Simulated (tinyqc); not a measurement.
Inside a calculation: metal-induced gap states at the contact of a metal chain and a two-band chain. Values are carried at full precision from step to step, so a last printed digit may differ when a step is redone from the rounded ones.

The semiconductor alternates sites A at -Eg/2 and C at +Eg/2 with hopping -t; the gap runs from -Eg/2 to Eg/2. In the gap cosh(q a) = 1 + (Eg^2/4 - E^2)/(2 t^2) and the amplitude changes by -exp(-q a) a period. The metal has site energy 0 and hopping -tm; its end site has g_m = (E - i sqrt(4 tm^2 - E^2))/(2 tm^2). Sites 1, 2, ... count into the semiconductor, with energies e1, e2 alternating. The clean half chain has g1 = 1/(E - e1 - t^2 g2), g2 = 1/(E - e2 - t^2 g1), decaying root. With the contact G11 = 1/(1/g1 - tc^2 g_m), and the density on site j is -Im G_jj/pi = |psi_j/psi_1|^2 (-Im G11/pi), per spin, with psi_2/psi_1 = -t g2, psi_3/psi_2 = -t g1.

Constants: e^2/(4 pi eps0) = 14.39964547 eV angstrom.

Inputs chosen for the exercise (gap and optical dielectric constant near those of GaN; the chain itself is a model; the results hold for these values, not for the real material): Eg = 3.44 eV (gap); t = 3.09 eV (hopping in the semiconductor); a = 3.19 angstrom (period (two sites); one chain for each area a^2); E = 0.36 eV (energy from mid-gap); tm = 2.35 eV (hopping in the metal); tc = 1.34 eV (hopping across the contact); end = C (site that touches the metal); eps = 5.2 (dielectric constant).

## Decay in the gap

Form cosh(q a), l = exp(-q a), q and the decay length 1/(2q) of the density.

cosh(q a) = 1.14813
l = 0.58403
q = 0.16859 1/angstrom
xi, the decay length of the density = 2.966 angstrom

## Green functions

The decaying root is g1 = (1 - l)/(E - e1), g2 = (1 - l)/(E - e2), l = exp(-q a). Form them, g_m and G11.

g1, g2 (1/eV): -0.30586  0.19998

g_m = 0.03259-0.42428i 1/eV
G11 = -0.28552-0.06536i 1/eV

## Density site by site

D1 = -Im G11/pi, D2 = (t g2)^2 D1, and each further period multiplies by l^2. The sum over all sites is (D1 + D2)/(1 - l^2). The Green functions stand in the order g1, g2.

density on sites 1 to 8 (1/eV): 0.02080  0.00794  0.00710  0.00271  0.00242  0.00092  0.00083  0.00032

Ds, the density per spin summed over the semiconductor = 0.04363 1/eV

The first period holds 66 % of the gap states at this energy.

## Pinning factor

Gap states per area N = 2 Ds/a^2 (two spins). Charge in them sits a distance xi from the metal, so S = 1/(1 + 4 pi e^2 N xi/eps), e^2 meaning e^2/(4 pi eps0); S is the change of the barrier per change of the metal work function.

N = 8.575e+13 1/(eV cm^2)
4 pi e^2 N xi/eps = 0.8850
S = 0.5305

Partial pinning, between the Bardeen (0) and Schottky (1) limits.

## Checks

- g1 from the closed form against decimation: both -0.305859.

Computed by tinyqc, a small Python program: `OMP_NUM_THREADS=1 python tinyqc.py 1452241 1452242 out.jsonl` (the numbers bound the seed that draws the inputs); one thread of a shared host (Intel(R) Xeon(R) Processor @ 2.30GHz), about 0.01 s for the whole set of steps.
